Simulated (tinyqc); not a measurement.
Inside a calculation. Method: FCI on RHF in the 6-311g basis, for H-, spin multiplicity 1. The basis has no diffuse functions, so it cannot describe the extra electron: this is an exercise in the method, not the real anion. Computed by tinyqc, a small Python program that keeps every step (integrals from PySCF). Settings: charge = -1, multiplicity = 1, basis = 6-311g, method = RHF, energy threshold = 1e-10, iteration cap = 62, orthogonalisation = canonical, start = atomic densities, DIIS depth = 6, ci = FCI, davidson = 1. Command: `OMP_NUM_THREADS=1 python tinyqc.py 31978 31979 out.jsonl` (the two numbers bound the seeds that draw the settings). One thread of a shared host (Intel(R) Xeon(R) Processor @ 2.60GHz), about 0.09 s of CPU time with the checks. The early iterations of the SCF are left out here.

## One-electron integrals

Geometry (angstrom):

| atom | x | y | z |
|---|---|---|---|
| H | 0.00000 | 0.00000 | 0.00000 |

Basis 6-311g: exponents (1/bohr^2) and contraction coefficients of normalised primitives:

| element | l (shell) | exponent | coefficient |
|---|---|---|---|
| H | s (1) | 33.86500 | 0.02549 |
| H | s (1) | 5.09479 | 0.19037 |
| H | s (1) | 1.15879 | 0.85216 |
| H | s (2) | 0.32584 | 1.00000 |
| H | s (3) | 0.10274 | 1.00000 |

Overlap, kinetic and nuclear-attraction integrals over the contracted functions; the nuclear repulsion is the sum of Za Zb / Rab.

nuclear repulsion = 0 hartree

overlap S, lower triangle:
```
         1H 1s    1H 2s    1H 3s
1H 1s  1.00000
1H 2s  0.70638  1.00000
1H 3s  0.37366  0.78896  1.00000
```

kinetic energy T (hartree), lower triangle:
```
         1H 1s    1H 2s    1H 3s
1H 1s  2.30435
1H 2s  0.54912  0.48876
1H 3s  0.10635  0.18488  0.15411
```

nuclear attraction V (hartree), lower triangle:
```
          1H 1s     1H 2s     1H 3s
1H 1s  -2.11110
1H 2s  -1.06073  -0.91090
1H 3s  -0.51499  -0.58281  -0.51150
```

core Hamiltonian H = T + V (hartree), lower triangle:
```
          1H 1s     1H 2s     1H 3s
1H 1s   0.19325
1H 2s  -0.51161  -0.42214
1H 3s  -0.40865  -0.39793  -0.35738
```

## Two-electron integrals

Functions are numbered as in S; the eight-fold symmetry (ij|kl) = (ji|kl) = (kl|ij) leaves the list below.

Two-electron integrals (ij|kl) in chemists' order, unique and non-zero (hartree):
```
(11|11) 1.39303   (21|11) 0.82297   (21|21) 0.50970   (22|11) 0.82290
(22|21) 0.54303   (22|22) 0.64411   (31|11) 0.41126   (31|21) 0.25776
(31|22) 0.27987   (31|31) 0.13079   (32|11) 0.54368   (32|21) 0.36577
(32|22) 0.45267   (32|31) 0.18980   (32|32) 0.32514   (33|11) 0.49402
(33|21) 0.34012   (33|22) 0.44599   (33|31) 0.17804   (33|32) 0.33178
(33|33) 0.36168
```

## Orthogonalisation

S = U s U^T; canonical form X = U s^(-1/2), so that X^T S X = 1. Each column of U has its largest component positive (the first on a tie).

eigenvalues of S: 0.10921  0.62935  2.26144

X:
```
              1         2        3
1H 1s  -1.18281   0.95286  0.34922
1H 2s   2.31266  -0.06480  0.42748
1H 3s  -1.55214  -0.82268  0.37081
```

## Starting guess

The start is atomic minimal-basis densities projected into this basis (PySCF's MINAO start) and scaled to the electron count of each spin; this density is not idempotent, so its energy is not variational and may lie below the converged one.

D at the start, lower triangle:
```
         1H 1s    1H 2s    1H 3s
1H 1s  0.19229
1H 2s  0.30993  0.49953
1H 3s  0.20078  0.32361  0.20964
```

## Iteration 6 (converged): orbitals

converged F (hartree), lower triangle:
```
          1H 1s     1H 2s    1H 3s
1H 1s   1.15399
1H 2s  -0.02148   0.16989
1H 3s  -0.26196  -0.03827  0.06398
```

Diagonalise F' = X^T F X, C = X C', fill 1 alpha and 1 beta electrons from the bottom; D = 2 C_occ C_occ^T. Each column has its largest component positive (the first on a tie).

F' = X^T F X (hartree), lower triangle:
```
          1        2        3
1   2.10764
2  -1.09188  1.50105
3  -0.10256  0.34859  0.09419
```

orbital energies (hartree): MO1 -0.00371, MO2 0.73902, MO3 2.96757

coefficients C:
```
           MO1       MO2       MO3
1H 1s  0.17498   0.08503  -1.54631
1H 2s  0.17469   1.48805   1.81398
1H 3s  0.76477  -1.43742  -0.75657
```

D after iteration 6, lower triangle:
```
         1H 1s    1H 2s    1H 3s
1H 1s  0.06123
1H 2s  0.06113  0.06103
1H 3s  0.26763  0.26719  1.16975
```

## Convergence

Stop when the energy changes by less than 1e-10 hartree and every element of the error matrix X^T (F D S - S D F) X is below 3e-06.

Course of the cycle:

| iteration | E (hartree) | change | largest element of the error matrix |
|---|---|---|---|
| 1 | -0.3029654 | - | 5.85e-01 |
| 2 | -0.4649280 | -1.62e-01 | 4.84e-02 |
| 3 | -0.4666577 | -1.73e-03 | 4.38e-03 |
| 4 | -0.4666719 | -1.41e-05 | 1.36e-04 |
| 5 | -0.4666719 | -7.36e-09 | 7.39e-08 |
| 6 | -0.4666719 | -5.94e-15 | 3.53e-08 |

PySCF RHF in the same basis = -0.4666719 hartree

Converged in 6 iterations.

## Populations

Mulliken: Z minus the diagonal of D S on the atom; Loewdin: the same with S^(1/2) D S^(1/2).

Charges (e):

| atom | Mulliken | Loewdin |
|---|---|---|
| 1H | -1.00000 | -1.00000 |

## Integrals over molecular orbitals

(pq|rs) = sum C_ip C_jq C_kr C_ls (ij|kl), one index at a time.

one-electron integrals over orbitals h = C^T H C (hartree), lower triangle:
```
          1        2        3
1  -0.46296
2  -0.13152  0.00097
3   0.03444  0.14830  1.87463
```

Two-electron integrals over orbitals (pq|rs), unique and non-zero (hartree):
```
(11|11) 0.45925    (21|11) 0.13152    (21|21) 0.10280    (22|11) 0.42042
(22|21) 0.12004    (22|22) 0.39645    (31|11) -0.03444   (31|21) -0.05014
(31|22) -0.05044   (31|31) 0.07796    (32|11) -0.09922   (32|21) -0.08488
(32|22) -0.10131   (32|31) 0.08216    (32|32) 0.10629    (33|11) 0.58545
(33|21) 0.25306    (33|22) 0.55475    (33|31) -0.17587   (33|32) -0.27174
(33|33) 1.02616
```

## FCI: determinants and Hamiltonian

Hartree-Fock energy = -0.4666719 hartree

Slater-Condon rules over spin orbitals, with the nuclear repulsion added and E(HF) subtracted on the diagonal.

Occupation strings over the orbitals (2 doubly, a alpha, b beta, 0 empty; spin orbitals ordered 1a 1b 2a 2b ...): 200 ab0 a0b ba0 b0a 020 0ab 0ba 002

H - E(HF) between determinants (hartree), lower triangle:
```
          200       ab0       a0b       ba0       b0a       020       0ab      0ba
200   0.00000
ab0   0.00000   0.42510
a0b   0.00000   0.04908   2.46379
ba0   0.00000  -0.10280   0.05014   0.42510
b0a   0.00000   0.05014  -0.07796   0.04908   2.46379
020   0.10280  -0.01148  -0.08488   0.01148   0.08488   0.86505
0ab  -0.05014  -0.08488   0.12154   0.01600  -0.08216   0.04699   2.89702
0ba   0.05014   0.01600  -0.08216  -0.08488   0.12154  -0.04699  -0.10629  2.89702
002   0.07796   0.08216  -0.14143  -0.08216   0.14143   0.10629  -0.12344  0.12344

         002
002  5.24209
```

## FCI: roots

Diagonalise (each vector has its largest component positive (the first on a tie)); all determinants have Ms = 0, so triplets appear too. The lowest singlet root is the correlation energy.

lowest roots of this matrix, relative to E(HF) (hartree): -0.01496  0.31553  0.52049  0.86429  2.38739  2.47038  2.79595  3.05991

lowest vectors:
```
       root 1    root 2    root 3    root 4
200   0.99261   0.00000   0.00030   0.11855
ab0   0.00271   0.70599   0.70564  -0.03153
a0b  -0.00602  -0.03422  -0.00210   0.05128
ba0  -0.00271   0.70599  -0.70564   0.03153
b0a   0.00602  -0.03422   0.00210  -0.05128
020  -0.11756   0.00000   0.04609   0.98830
0ab   0.01833   0.02019   0.02677  -0.02664
0ba  -0.01833   0.02019  -0.02677   0.02664
002  -0.01189   0.00000  -0.02432  -0.02311
```

<S^2> of these roots: 0.00000  2.00000  0.00000  0.00000  2.00000  0.00000  2.00000  0.00000

weight of the ground state by excitation level 0, 1, 2, ...: 0.98528  0.00009  0.01463

## The lowest root by the Davidson method

Start from the reference; add the residual divided by (theta - H_ii), orthogonalised, at each step.

Davidson iterations:

| iteration | subspace | lowest Ritz value (hartree) | residual norm |
|---|---|---|---|
| 1 | 1 | 0 | 1.47e-01 |
| 2 | 2 | -0.0147209 | 2.64e-02 |
| 3 | 3 | -0.0149589 | 1.78e-03 |
| 4 | 4 | -0.0149605 | 1.45e-04 |
| 5 | 5 | -0.0149605 | 3.95e-06 |
| 6 | 6 | -0.0149605 | 2.09e-16 |
